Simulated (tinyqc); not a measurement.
Inside a calculation. Method: plane-wave Kohn-Sham cycle with exchange-only LDA in a layered model solid. Computed by tinyqc, a small Python program that keeps every step. Settings: points = 16, plane-wave index or count = 2, electrons = 2, k points = 1, area = 39.0, mixing = 0.5, iteration cap = 58, Pulay depth = 3. Command: `OMP_NUM_THREADS=1 python tinyqc.py 28717 28718 out.jsonl` (the two numbers bound the seeds that draw the settings). One thread of a shared host (Intel(R) Xeon(R) Processor @ 2.60GHz), about 0.01 s of CPU time with the checks. Later iterations appear only in the table of the cycle.

## Iteration 1: potential

A solid whose potential varies along x alone (atomic units):
```
parameter                      value
period a                    7.800000
cross-section of the cell  39.000000
electrons per cell                 2
grid points                       16
plane waves -n..n, n               2
k points                           1
V1 in V1 cos(2 pi x/a)     -0.140000
V2 in V2 cos(4 pi x/a)     -0.150000
```

density at the start, on the grid x_j = j a/N (e/bohr^3): 0.00657462  0.00657462  0.00657462  0.00657462  0.00657462  0.00657462  0.00657462  0.00657462  0.00657462  0.00657462  0.00657462  0.00657462  0.00657462  0.00657462  0.00657462  0.00657462

V_H(G) = 4 pi rho(G)/G^2 for G != 0 (uniform background); v_x = -(3 rho/pi)^(1/3); V = V_ext + V_H + v_x; Fourier components f(G_m) = (1/N) sum_j f(x_j) exp(-i G_m x_j).

Potentials on the grid (hartree):
```
x             V_ext       V_H        v_x          V
0.000000  -0.290000  0.000000  -0.184479  -0.474479
0.487500  -0.235409  0.000000  -0.184479  -0.419888
0.975000  -0.098995  0.000000  -0.184479  -0.283474
1.462500   0.052490  0.000000  -0.184479  -0.131989
1.950000   0.150000  0.000000  -0.184479  -0.034479
2.437500   0.159642  0.000000  -0.184479  -0.024837
2.925000   0.098995  0.000000  -0.184479  -0.085484
3.412500   0.023277  0.000000  -0.184479  -0.161202
3.900000  -0.010000  0.000000  -0.184479  -0.194479
4.387500   0.023277  0.000000  -0.184479  -0.161202
4.875000   0.098995  0.000000  -0.184479  -0.085484
5.362500   0.159642  0.000000  -0.184479  -0.024837
5.850000   0.150000  0.000000  -0.184479  -0.034479
6.337500   0.052490  0.000000  -0.184479  -0.131989
6.825000  -0.098995  0.000000  -0.184479  -0.283474
7.312500  -0.235409  0.000000  -0.184479  -0.419888
```

V(G_m), m = 0, 1, 2, ... (hartree): -0.184479  -0.070000  -0.075000  0.000000  0.000000

## Iteration 1: Hamiltonian at one k

k = 0.000000 2 pi / a

H(m,m') = (k + G_m)^2/2 delta + V(G_m - G_m'), with V(-G) = V(G).

H (hartree):
```
           -2         -1         +0         +1         +2
-2   1.113299  -0.070000  -0.075000   0.000000   0.000000
-1  -0.070000   0.139965  -0.070000  -0.075000   0.000000
+0  -0.075000  -0.070000  -0.184479  -0.070000  -0.075000
+1   0.000000  -0.075000  -0.070000   0.139965  -0.070000
+2   0.000000   0.000000  -0.075000  -0.070000   1.113299
```

## Iteration 1: levels at that k

Diagonalise the Hermitian matrix.

eigenvalues (hartree): -0.230313  0.098563  0.209544  1.118721  1.125535

## Iteration 1: new density

Motion across x is left out: the lowest 1 band(s) hold two electrons at each of the k points (j + 1/2)/nk - 1/2. Residual R = rho(out) - rho(in); rho(new) = rho(in) + 0.5 R. rho(out) = 2/(a A nk) sum |psi|^2 with psi = sum c exp(i G x). Harris energy E = band energy - dV sum rho (V_H/2 + v_x) + (3/4) dV sum rho v_x with rho(in), dV = a A/N, band energy = (2/nk) sum of the filled levels.

rho(out) (e/bohr^3): 0.01563205  0.01416631  0.01066086  0.00694443  0.00429245  0.00289948  0.00237828  0.00228827  0.00230174  0.00228827  0.00237828  0.00289948  0.00429245  0.00694443  0.01066086  0.01416631

density after iteration 1 (e/bohr^3): 0.01110334  0.01037047  0.00861774  0.00675952  0.00543353  0.00473705  0.00447645  0.00443144  0.00443818  0.00443144  0.00447645  0.00473705  0.00543353  0.00675952  0.00861774  0.01037047

energy per cell = -0.36838541 hartree

## Iteration 2: potential

As before.

Potentials on the grid (hartree):
```
x             V_ext        V_H        v_x          V
0.000000  -0.290000   0.066750  -0.219689  -0.442939
0.487500  -0.235409   0.060177  -0.214745  -0.389978
0.975000  -0.098995   0.042527  -0.201893  -0.258361
1.462500   0.052490   0.018797  -0.186193  -0.114905
1.950000   0.150000  -0.005625  -0.173122  -0.028746
2.437500   0.159642  -0.026799  -0.165384  -0.032541
2.925000   0.098995  -0.042594  -0.162294  -0.105892
3.412500   0.023277  -0.052175  -0.161748  -0.190646
3.900000  -0.010000  -0.055368  -0.161830  -0.227198
4.387500   0.023277  -0.052175  -0.161748  -0.190646
4.875000   0.098995  -0.042594  -0.162294  -0.105892
5.362500   0.159642  -0.026799  -0.165384  -0.032541
5.850000   0.150000  -0.005625  -0.173122  -0.028746
6.337500   0.052490   0.018797  -0.186193  -0.114905
6.825000  -0.098995   0.042527  -0.201893  -0.258361
7.312500  -0.235409   0.060177  -0.214745  -0.389978
```

V(G_m), m = 0, 1, 2, ... (hartree): -0.182017  -0.053920  -0.076578  -0.000031  0.000055

## Iteration 2: Hamiltonian at one k

k = 0.000000 2 pi / a

As before.

H (hartree):
```
           -2         -1         +0         +1         +2
-2   1.115761  -0.053920  -0.076578  -0.000031   0.000055
-1  -0.053920   0.142427  -0.053920  -0.076578  -0.000031
+0  -0.076578  -0.053920  -0.182017  -0.053920  -0.076578
+1  -0.000031  -0.076578  -0.053920   0.142427  -0.053920
+2   0.000055  -0.000031  -0.076578  -0.053920   1.115761
```

## Iteration 2: levels at that k

As before.

eigenvalues (hartree): -0.214239  0.086963  0.215779  1.118933  1.126924

## Iteration 2: new density

B (overlaps of the stored error matrices):
```
               1              2
1  3.5862445e-04  1.2450533e-04
2  1.2450533e-04  4.3341956e-05
```

Motion across x is left out: the lowest 1 band(s) hold two electrons at each of the k points (j + 1/2)/nk - 1/2. Residual R = rho(out) - rho(in); rho(new) = rho(in) + 0.5 R; Pulay mixing then takes sum c_i of the stored mixed densities, with c from B_ij = sum R_i R_j as in DIIS. rho(out) = 2/(a A nk) sum |psi|^2 with psi = sum c exp(i G x). Harris energy E = band energy - dV sum rho (V_H/2 + v_x) + (3/4) dV sum rho v_x with rho(in), dV = a A/N, band energy = (2/nk) sum of the filled levels.

rho(out) (e/bohr^3): 0.01430783  0.01304123  0.01001394  0.00680862  0.00453452  0.00338159  0.00303081  0.00306704  0.00313061  0.00306704  0.00303081  0.00338159  0.00453452  0.00680862  0.01001394  0.01304123

DIIS coefficients: -0.530633  1.530633

density after iteration 2 (e/bohr^3): 0.01355579  0.01241445  0.00968627  0.00679710  0.00474550  0.00369969  0.00337008  0.00338724  0.00343748  0.00338724  0.00337008  0.00369969  0.00474550  0.00679710  0.00968627  0.01241445

energy per cell = -0.34862855 hartree

## Convergence

Stop when sqrt(dV sum R^2) is below 1e-8, dV = a A/N.

Course of the cycle:
```
iteration  E (hartree)  norm of the residual
1          -0.36838541              8.26e-02
2          -0.34862855              2.87e-02
3          -0.34613917              1.89e-03
4          -0.34616357              2.72e-03
5          -0.34613913              2.04e-05
6          -0.34613913              4.96e-06
7          -0.34613913              1.29e-06
8          -0.34613913              6.38e-07
9          -0.34613913              2.40e-08
10         -0.34613913              7.53e-09
```

Converged in 10 iterations. Before convergence this energy mixes input and output and is not variational, so it may rise towards its limit.
